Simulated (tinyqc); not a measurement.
Splitting against the number of planes: valley splitting in a one-orbital chain of atomic planes (second-neighbour model).

Each (001) plane carries one orbital with energy e0, hopping v to the next plane and u to the second: E(phi) = e0 + 2 v cos(phi) + 2 u cos(2 phi), where phi = pi - k a/4 (the sign of every second orbital is chosen so that v > 0, which shifts the phase by pi). The minimum lies at cos(phi0) = -v/(4u), phi0 = pi - (pi/2) k0 for a valley at k0 (2 pi/a), and e0 puts it at zero. A slab of N planes has hard walls: the matrix simply ends.

Constants: hbar^2/2m0 = 3.80998211 eV angstrom^2.

Values chosen for the exercise (out of a larger set: near those of the Delta valleys of silicon; abrupt walls in this chain split the valleys several times more than measured wells; not measured data):

| symbol | value | unit | meaning |
|---|---|---|---|
| a | 5.431 | angstrom | lattice constant; planes lie a/4 apart |
| ml | 0.94 | m0 | longitudinal mass |
| N0 | 30 |  | first number of planes |

u = 0.581343 eV
v = 0.542847 eV
e0 = 1.289411 eV
phi0 = 1.806416 rad

Ten slabs from N0 on, of thickness (N - 1) a/4 between the outer planes. Effective mass: E1 = (c/ml)(pi/W)^2 with W = (N + 2) a/4: the amplitude vanishes on two missing planes at each end, and the envelope has its nodes N + 2 spacings apart. Large-N estimate of the splitting: 16 pi^2 u |sin(phi0) sin((N + 2) phi0)|/(N + 2)^3.

Doublet (meV):

| N | thickness (angstrom) | mean level | effective mass | splitting | estimate |
|---|---|---|---|---|---|
| 30 | 39.37 | 21.17 | 21.19 | 2.606 | 2.591 |
| 31 | 40.73 | 19.86 | 19.93 | 0.105 | 0.195 |
| 32 | 42.09 | 18.76 | 18.77 | 2.219 | 2.243 |
| 33 | 43.45 | 17.67 | 17.71 | 0.856 | 0.797 |
| 34 | 44.81 | 16.72 | 16.74 | 1.502 | 1.548 |
| 35 | 46.16 | 15.83 | 15.85 | 1.370 | 1.340 |
| 36 | 47.52 | 14.99 | 15.03 | 0.689 | 0.739 |
| 37 | 48.88 | 14.26 | 14.27 | 1.468 | 1.463 |
| 38 | 50.24 | 13.53 | 13.56 | 0.041 | 0.000 |
| 39 | 51.59 | 12.90 | 12.91 | 1.246 | 1.259 |

What can be read from this table?

The mean level falls smoothly, from 21.2 to 12.9 meV, within 0.4 % of the effective-mass value. The splitting swings between 0.041 (N = 38) and 2.606 meV (N = 30): one plane more or less changes the phase between the two walls by phi0 = 1.806 rad. The estimate misses the computed values by at most 0.090 meV.

(tinyqc, `OMP_NUM_THREADS=1 python tinyqc.py 1480036 1480037 out.jsonl`, Intel(R) Xeon(R) Processor @ 2.30GHz, 1 thread, shared host, about 0.02 s.)
